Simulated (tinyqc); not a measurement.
All together: low-temperature mobility of a two-dimensional electron gas with static screening. Computed by tinyqc, a small Python program. Command: `OMP_NUM_THREADS=1 python tinyqc.py 3023579 3023580 out.jsonl twodeg walk`. One thread of a shared host (Intel(R) Xeon(R) Processor @ 2.30GHz), about 0.01 s of CPU time with the checks.

One subband is filled, the gas is degenerate and scatters at the Fermi circle; one permittivity serves on both sides of the interface. All formulas are in SI units, masses times m_0. Piezoelectric and polar phonons are left out, and n_s is taken as set by a gate, independent of N_i.

Inputs (values chosen for the exercise, modelled on a silicon inversion layer):
```
quantity,value,unit
in-plane mass m,0.194,m_0
mass across the layer m_z,0.925,m_0
permittivity eps,11.8,-
valley degeneracy g_v,2,-
sheet density n_s,3.7e+11,1/cm^2
depletion charge N_d,1e+11,1/cm^2
roughness height Delta,0.18,nm
correlation length Lambda,2.8,nm
remote charge density N_i,3.2e+10,1/cm^2
distance d of the charges from the interface,1.5,nm
density rho,2329,kg/m^3
sound velocity v_l,9280,m/s
deformation potential D_A,11,eV
temperature T,10,K
```

Wave function: Fang-Howard. Roughness spectrum: exponential.

Constants: m_0 = 9.1093837015e-31 kg; e = 1.602176634e-19 C; eps_0 = 8.8541878128e-12 F/m; hbar = 1.054571817e-34 J s; k_B = 1.380649e-23 J/K.

Method:
- k_F = sqrt(2 pi n_s/g_v); E_F = hbar^2 k_F^2/(2 m); q_TF = g_v m e^2/(2 pi eps eps_0 hbar^2); Fang-Howard parameter b = [12 m_z e^2 (N_d + 11 n_s/32)/(eps eps_0 hbar^2)]^(1/3), mean depth 3/b; effective field F = e (N_d + n_s/2)/(eps eps_0).
- Form factors with u = q/b: screening G(q) = [1 + 9u/8 + 3u^2/8]/(1 + u)^3, remote charge P(q) = exp(-q d)/(1 + u)^3. Dielectric function eps(q) = 1 + q_TF G(q)/q, with q = 2 k_F sin(theta/2).
- Roughness: <|U|^2> = (e F)^2 S(q), S = pi Delta^2 Lambda^2/(1 + q^2 Lambda^2/2)^(3/2).
- 1/tau_t = (m/(pi hbar^3)) int_0^pi (1 - cos theta) <|U|^2>/eps(q)^2 dtheta; the quantum rate 1/tau_q drops the factor (1 - cos theta); 200 Gauss-Legendre points in s with theta = pi s^2, s from 0 to 1; mu = e tau_t/m.
- Remote charges: <|U|^2> = N_i [e^2 P(q)/(2 eps eps_0 q)]^2.
- Unscreened deformation potential in equipartition: 1/tau = m D_A^2 k_B T I/(rho v_l^2 hbar^3), I = int |psi|^4 dz = 3 b/16 for the Fang-Howard function (used for both wave-function options); mu = e tau/m. Bloch-Grueneisen temperature T_BG = 2 hbar v_l k_F/k_B.
- At the Fermi circle the rates add, so 1/mu is the sum; sheet resistance 1/(n_s e mu); mean free path hbar k_F mu/e; the quantum time adds the rates 1/tau_q, with the isotropic acoustic rate e/(m mu).

roughness mobility = 5.81141e+06 cm^2/(V s)

remote-charge mobility = 76371.2 cm^2/(V s)

acoustic mobility = 188157 cm^2/(V s)

k_F = 0.107814 1/nm

tau_q, roughness = 956.497 ps

tau_q, charges = 5.33780 ps

Mobilities:
```
process,mu (cm^2/(V s)),share of 1/mu (%)
roughness,5.8114e+06,0.92610
remote charges,76371,70.471
acoustic phonons,1.8816e+05,28.603
```

mobility mu = 53819 cm^2/(V s)

sheet resistance = 313.44 ohm

mean free path = 381.93 nm

Dingle ratio tau_t/tau_q = 1.4044

What does the comparison show, and why?

The largest single share of 1/mu (70 %) belongs to remote charges: they are many or near enough that screening leaves their potential the strongest. The Dingle ratio of 1.40 marks mostly large-angle scattering. Caution: k_B T exceeds a quarter of E_F, so scattering at the Fermi circle alone and zero-temperature screening are rough. Caution: T is below the Bloch-Grueneisen temperature T_BG, so equipartition fails: the acoustic mobility is only a lower bound and the acoustic share of 1/mu is overstated.

Extremes, crossings and ranges named in words are read from the listed rows.
